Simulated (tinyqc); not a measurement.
Inside a calculation. Method: one-electron ion in a basis of Gaussians. One step of it, computed by the program tinyqc.

Problem. Matrices over normalised Gaussians. With p = a_i + a_j and I(k) = Gamma((k+1)/2) / (2 p^((k+1)/2)): S = I(2l+2), T = (2l+3) a_i a_j S / p, V = -Z I(2l+1), each divided by sqrt(S_ii S_jj).

exponents of r^l exp(-a r^2) (1/bohr^2): [0.243800, 0.707100]

Z = 4

l = 1

Give: S; T; V.

Solution.

S:
$$\begin{pmatrix}
1.000 & 0.713 \\
0.713 & 1.000
\end{pmatrix}$$

T (hartree):
$$\begin{pmatrix}
0.610 & 0.646 \\
0.646 & 1.768
\end{pmatrix}$$

V (hartree):
$$\begin{pmatrix}
-2.101 & -2.091 \\
-2.091 & -3.578
\end{pmatrix}$$
